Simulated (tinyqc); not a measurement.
Raman line shape of confined optical phonons and breathing modes of small crystals: one step, computed by the program tinyqc. Command: `OMP_NUM_THREADS=1 python tinyqc.py 3003339 3003340 out.jsonl confine walk`. One thread of a shared host (Intel(R) Xeon(R) Processor @ 2.30GHz), about 0.02 s of CPU time with the checks.

Confinement in 3 direction(s) lets phonons with q away from zero scatter light. q is in units of 2 pi/a, from 0 to 1, and the branch is isotropic: omega(q)^2 = (omega_0^2 + omega_X^2)/2 + ((omega_0^2 - omega_X^2)/2) cos(pi q). The model and its constant beta are phenomenological; beta = 8 is the common choice.

Problem. Breathing mode of the free sphere. Lamb: with s = omega R/v_L, R = L/2, the lowest radial mode solves tan(s)/s = 1/(1 - s^2 v_L^2/(4 v_T^2)), s between pi/2 and pi; wavenumber = s v_L/(2 pi c R).

Inputs (values chosen for the exercise, modelled on diamond): size L = 12 nm; longitudinal velocity = 17900 m/s; transverse velocity = 12200 m/s.

Shape: sphere.

Constants: c = 299792458 m/s.

Give: root s; breathing frequency; breathing wavenumber.

Solution.

root s = 2.202

breathing frequency = 1046 GHz

breathing wavenumber = 34.87 1/cm
